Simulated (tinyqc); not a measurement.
Double-gate transistor below threshold, two-dimensional Poisson equation on a small mesh: course of the iteration: over-relaxation sweep (omega = 1.5).

Half of a symmetric double-gate structure: row 0 is the mid-plane of the body, where the normal field vanishes. Mobile charge is neglected (subthreshold), the body is fully depleted, and potentials are counted from the intrinsic level; rows run upward to the gate, columns from source to drain.

Mesh: rows i = 0..2 in the semiconductor (step hs = tb/2, row 2 on the interface), then 1 step(s) ho = tox/1 up to the gate row 3; columns j = 0..4 (step hy = L/4). Box integration, divided by eps0: up_i = eps hy/h of the interval above row i, dn_i = that of the interval below (0 for row 0), lat_i = (sum of eps h/2 over the intervals above and below)/hy, s_i = -q Na w_i hy/eps0 with w_i the semiconductor height of the box (hs/2 for row 0 and the interface row, hs between, 0 in the insulator). Each free node obeys (up + dn + 2 lat) psi = up psi(above) + dn psi(below) + lat [psi(left) + psi(right)] + s.

Free nodes: rows 0..2, columns 1..3, taken row by row from row 0, left to right. t = (up psi(above) + dn psi(below) + lat [psi(left) + psi(right)] + s)/(up + dn + 2 lat), with the newest neighbours; psi(new) = psi + 1.5 (t - psi).

Stop when the largest change of psi is below 1e-7 V, or after 400 iterations. Fixed values: gate row Vg - Vfb; column 0 at Vbi and the last column at Vbi + Vd in the semiconductor, each running linearly to Vg - Vfb across the insulator.

Values chosen for this exercise; semiconductor permittivity close to that of silicon:
```
symbol,value,unit,meaning
eps_r,11.8,,relative permittivity of the semiconductor
eox,3.9,,relative permittivity of the insulator
tb,5,nm,half the body thickness
tox,1.2,nm,insulator thickness
L,25,nm,channel length
Na,0,cm^-3,acceptor density of the depleted body
Vbi,0.58,V,potential of the source
Vfb,0.14,V,gate offset
Vg,0,V,gate voltage
Vd,0.3,V,drain voltage
```

Constants: q = 1.602176634e-19 C, eps0 = 8.8541878128e-14 F/cm where lengths are in cm. Results are converted to the units shown.

psi at the start (fixed values on the edges, free nodes at the gate value) (V):
```
             j=0        j=1        j=2        j=3        j=4
row 0   0.580000  -0.140000  -0.140000  -0.140000   0.880000
row 1   0.580000  -0.140000  -0.140000  -0.140000   0.880000
row 2   0.580000  -0.140000  -0.140000  -0.140000   0.880000
row 3  -0.140000  -0.140000  -0.140000  -0.140000  -0.140000
```

```
row       up    dn      lat  s (V)
0       29.5     0     2.36      0
1       29.5  29.5     4.72      0
2    20.3125  29.5  2.73440      0
```

Course of the iteration:
```
iteration  psi at row 0, j = 2 (V)  largest |change| of one entry (V)
1                        -0.132295                              0.219
2                       -0.0896667                              0.179
3                       0.00209981                              0.147
4                        0.0794617                             0.0774
5                        0.0911920                             0.0121
6                        0.0783454                             0.0130
7                        0.0669683                             0.0114
8                        0.0655129                            6.77e-3
9                        0.0656791                            3.14e-3
...                            ...                                ...
17                       0.0666930                            4.78e-6
18                       0.0666958                            3.94e-6
19                       0.0666969                            1.86e-6
20                       0.0666975                            6.90e-7
21                       0.0666977                            4.96e-7
22                       0.0666975                            2.00e-7
23                       0.0666973                            1.65e-7
24                       0.0666973                            1.14e-7
25                       0.0666973                            2.23e-8
```

Did this iteration meet its convergence test, and what does its course show?

Yes. Converged in 25 iterations. The changes do not fall evenly; from iteration 20 to 25 they shrink by a factor of 2.0 a step on average.

Computed by the program tinyqc: `OMP_NUM_THREADS=1 python tinyqc.py 2480013 2480014 out.jsonl`, one thread of a shared Intel Xeon 2.30GHz, about 0.1 s for the whole run.
